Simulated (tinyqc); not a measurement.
ESD clamp with bipolar snapback, compact model and design window: one step of the calculation.

The drain junction multiplies the current that enters it: Igen = (M - 1)(Ic + I0), M = 1/(1 - (Vj/BV)^n). The generated holes leave through the substrate resistance and the base of the parasitic npn: Igen = Vb/Rb + Ic/be, Ic = Is exp(Vb/Vt). Terminal current I = Ic + I0 + Igen and voltage V = Vj + I Ro, per width. Isothermal, constant gain.

Question. Base voltage at the failure current. I(Vb) = Ic (1 + 1/be) + I0 + Vb/Rb, I' = Ic (1 + 1/be)/Vt + 1/Rb; Newton steps on ln I: Vb(new) = Vb - ln(I/It2) I/I'. V follows from the introduction.

Values chosen for this exercise; values close to those of grounded-gate n-channel clamps:
- T = 300 K (temperature)
- BV = 11.3 V (junction breakdown voltage)
- n = 4.8 (exponent of the multiplication)
- be = 4.2 (current gain of the parasitic npn)
- Is = 1.8e-17 A/um (saturation current)
- I0 = 4.8e-12 A/um (junction leakage)
- Rb = 31000 ohm um (substrate resistance)
- Ro = 470 ohm um (drain ballast and contact resistance)
- It2 = 7.9 mA/um (failure current for 100 ns)

Constants: q = 1.602176634e-19 C, kB = 1.380649e-23 J/K, Vt = kB T/q. Results are converted to the units shown.

Vb at the start = 0.74 V

Find: I; V; I'; Vb after iteration 1.

Answer.

I = 0.08405 mA/um
V = 9.479 V
I' = 2.360 mS/um
Vb after iteration 1 = 0.9018 V

Program tinyqc, `OMP_NUM_THREADS=1 python tinyqc.py 2670070 2670071 out.jsonl`; Intel Xeon 2.30GHz, shared host, one thread, about 0.01 s.
